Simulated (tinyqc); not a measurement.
Energy conservation against the time step: molecular dynamics of a small cluster by velocity Verlet steps. Computed by tinyqc, a small Python program. Command: `OMP_NUM_THREADS=1 python tinyqc.py 3031030 3031031 out.jsonl verlet walk`. One thread of a shared host (Intel(R) Xeon(R) Processor @ 2.30GHz), about 0.08 s of CPU time with the checks.

E = sum_(i<j) phi(r_ij), phi(r) = eps [exp(-2 alpha (r - r0)) - 2 exp(-alpha (r - r0))]; the force on i is -sum_j phi'(r_ij) (R_i - R_j)/r_ij.

Inputs (values chosen for the exercise, for model atoms):

| quantity | value | unit |
|---|---|---|
| length r0 | 2.52 | angstrom |
| well depth eps | 0.47 | eV |
| stiffness alpha | 1.96 | 1/angstrom |
| atomic mass M | 45.6 | u |
| time step dt | 4.3 | fs |
| steps | 100 | - |

Potential: Morse.

starting positions (angstrom):
```
           x      y      z
atom 1  0.04  -0.02  -0.01
atom 2  2.55   0.02  -0.01
atom 3  1.25   2.16   0.02
atom 4  1.31   0.72    2.1
```

starting velocities (angstrom/fs):
```
               x         y         z
atom 1    0.0022  -0.00143   0.00192
atom 2   0.00295   0.00194  -0.00239
atom 3  -0.00059  -0.00346   0.00177
atom 4  -0.00456   0.00296   -0.0013
```

Constants: 1 eV/(angstrom u) = 9.648533212e-03 angstrom/fs^2; k_B = 8.617333262e-05 eV/K.

Method:
- Relax the cluster, diagonalise the Hessian (central differences): omega_max = sqrt(c lambda_max/M). Verlet steps are stable for omega_max dt < 2.
- Velocity Verlet: a = c F/M with c = 9.648533212e-3 angstrom/fs^2 per eV/(angstrom u); R(new) = R + v dt + a dt^2/2; v(new) = v + (a + a(new)) dt/2. Kinetic energy K = M v^2/(2c); temperature T = 2K/((3N - 3) k_B), rotation of the cluster included.
- Runs without thermostat over the same span of time, steps x dt; spread = largest minus smallest value. For contrast, the energy gained over the first 30 dt (dt of the inputs) by explicit Euler steps: R(new) = R + v dt, v(new) = v + a dt.

omega_max dt = 0.237721

Energy error (eV):

| dt (fs) | omega_max dt | Verlet, spread of U + K | Euler, gain in U + K |
|---|---|---|---|
| 0.5375 | 0.02972 | 1.3944e-05 | 0.0137 |
| 1.0750 | 0.05943 | 5.5754e-05 | 0.0294 |
| 2.1500 | 0.11886 | 2.2275e-04 | 0.0676 |
| 4.3000 | 0.23772 | 8.8455e-04 | 0.1774 |
| 8.6000 | 0.47544 | 3.4839e-03 | 0.5329 |
| 12.9000 | 0.71316 | 7.4442e-03 | 1.0447 |

What follows from these numbers?

The Verlet error grows as dt^2.00 between the first rows, the second order of the method. Euler steps gain energy steadily: over that short span the gain in the first row is already 990 times the Verlet spread of the whole run, and it grows as dt^1.10, tending to the first order of that method as dt shrinks. Caution: where the Euler gain approaches or exceeds the binding energy the cluster has blown apart.

Extremes, crossings and ranges named in words are read from the listed rows.
